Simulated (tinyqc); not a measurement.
Inside a calculation. Model: energy and delay of logic against supply voltage.

Numbers from tinyqc (`OMP_NUM_THREADS=1 python tinyqc.py 2082121 2082122 out.jsonl`; about 0.01 s on one thread of a shared Intel Xeon 2.30GHz). Printed values are rounded.

One expression serves below and above threshold: I(Vg) = Ik [ln(1 + exp((Vg - VT + dd V)/(al nf Vt)))]^al, with I_on = I(V) and I_off = I(0). Gate delay td = kd C V/I_on, clock period LD td. Per gate and cycle the switching energy is act C V^2 and the leakage energy I_off V LD td. No short-circuit current, no variation. Minima are sought above 0.09 V; below a few Vt gates no longer switch and the model has no meaning.

Inputs (values chosen for the exercise); values of the order met in logic technologies: temperature T = 250 K; threshold voltage at zero drain bias VT = 0.32 V; slope factor nf = 1.36; barrier lowering per volt of supply dd = 0.11; specific current of a gate Ik = 0.38 uA; exponent of the current law al = 1.51; load capacitance of a gate C = 2.7 fF; delay factor kd = 1.1; logic depth LD = 60; activity factor act = 0.05; supply voltage V = 0.55 V.

Constants: q = 1.602176634e-19 C, kB = 1.380649e-23 J/K, Vt = kB T/q. Results are converted to the units shown.

## Currents, delay and energies

I_on, I_off, td, clock frequency 1/(LD td), both energies and their sum.

I_on = 6.51738 uA
I_off = 0.0539906 nA
td = 250.637 ps
clock frequency = 0.0664971 GHz
switching energy = 40.8375 aJ
leakage energy = 0.446558 aJ
energy = 41.2841 aJ

I_on/I_off = 1.21e5; leakage makes up 1.08 % of the energy.

## Starting value

V = 0.31 V.

V at the start = 0.31 V

## Iteration 1: new V

Minimum-energy supply: E(V) is the energy per gate and cycle; with h = 0.001 V, E' = (E(V + h) - E(V - h))/(2 h), E'' = (E(V - h) - 2 E(V) + E(V + h))/h^2, V(new) = V - E'/E''.

E' = 70.1684 aJ/V
E'' = 591.698 aJ/V^2
V after iteration 1 = 0.191412 V

## Iteration 2: new V

As before.

E' = -172.223 aJ/V
E'' = 5040.34 aJ/V^2
V after iteration 2 = 0.225581 V

## Iteration 3: new V

As before.

E' = -43.0403 aJ/V
E'' = 2702.92 aJ/V^2
V after iteration 3 = 0.241505 V

## Course of the iteration

Stop when the step is below 1e-9 V, or after 40 iterations.

Course of the iteration:
```
iteration  V before the step (V)   step (V)
1                           0.31     -0.119
2                       0.191412     0.0342
3                       0.225581     0.0159
4                       0.241505    3.05e-3
5                       0.244557    9.52e-5
6                       0.244652    8.60e-8
7                       0.244652  -2.75e-12
```

Converged in 7 iterations. There leakage makes up 28.0 % of the energy and the clock runs at 1.33 MHz.
